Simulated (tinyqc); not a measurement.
Via and link resistance from two via chains.

Question. A chain of 2000 vias joined by 2000 metal links has R = 2000 (Rv + Rlink), with Rlink proportional to the link length. Find Rv, Rlink for length L, and the value of Rv that the short chain would give if the links were ignored.

resistance of chains of 2000 links with link lengths L and 3 L (ohm): 38600  47800

Answer. R per link is a straight line in the link length; its intercept at zero length is Rv.

Rv = 17.00 ohm
Rlink = 2.300 ohm
Rv without correction = 19.30 ohm

Program tinyqc, `OMP_NUM_THREADS=1 python tinyqc.py 2750142 2750143 out.jsonl`; Intel Xeon 2.30GHz, shared host, one thread, about 0.01 s.
